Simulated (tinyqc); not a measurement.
From results back to parameters: periodic multilayer mirror for extreme ultraviolet light. Four cases, with inputs chosen for the exercise.

Problem. With a mean index 1 - dm the Bragg wavelength is lam_B = 2 L sqrt((1 - dm)^2 - sin^2 theta). It is given at 0 degrees and at th2; L and dm are hidden. Then the absorber share is Gm = (dm - delta_S)/(delta_A - delta_S), with the first entries of dS and dA; L is the period.

Find: L; dm; Gm.

Method. The difference of the squares is 4 L^2 sin^2(th2); then 1 - dm = lam_B(0)/(2 L).

Case 1.

Values chosen (out of a larger set: optical constants near those of Mo and Si at 13.5 nm; not measured data): th2 = 20 degrees (second angle); dA = (0.0783, 0.006) (delta and beta of the absorber, N = 1 - delta + i beta); dS = (0.0009, 0.00195) (delta and beta of the spacer and the substrate).

lam_B at 0 = 13.476024 nm
lam_B at th2 = 12.594047 nm

Solution.

L = 7.010 nm
dm = 0.0388
Gm = 0.49

Case 2.

Values chosen (out of a larger set: optical constants near those of Mo and Si at 13.5 nm; not measured data): th2 = 10 degrees (second angle); dA = (0.0787, 0.00628) (delta and beta of the absorber, N = 1 - delta + i beta); dS = (0.0009, 0.00195) (delta and beta of the spacer and the substrate).

lam_B at 0 = 13.795712 nm
lam_B at th2 = 13.572294 nm

Solution.

L = 7.120 nm
dm = 0.0312
Gm = 0.39

Case 3.

Values chosen (out of a larger set: optical constants near those of Mo and Si at 13.5 nm; not measured data): th2 = 15 degrees (second angle); dA = (0.0765, 0.00648) (delta and beta of the absorber, N = 1 - delta + i beta); dS = (0.0012, 0.00175) (delta and beta of the spacer and the substrate).

lam_B at 0 = 13.482768 nm
lam_B at th2 = 12.991067 nm

Solution.

L = 6.970 nm
dm = 0.0328
Gm = 0.42

Case 4.

Values chosen (out of a larger set: optical constants near those of Mo and Si at 13.5 nm; not measured data): th2 = 15 degrees (second angle); dA = (0.0789, 0.00639) (delta and beta of the absorber, N = 1 - delta + i beta); dS = (0.001, 0.00179) (delta and beta of the spacer and the substrate).

lam_B at 0 = 13.652170 nm
lam_B at th2 = 13.152503 nm

Solution.

L = 7.070 nm
dm = 0.0345
Gm = 0.43

Computed by tinyqc, one run a case: `OMP_NUM_THREADS=1 python tinyqc.py N N+1 out.jsonl` with N = 1682091, 1682231, 1682238, 1682265; one thread of a shared Intel(R) Xeon(R) Processor @ 2.30GHz, about 0.01 s a run at most.
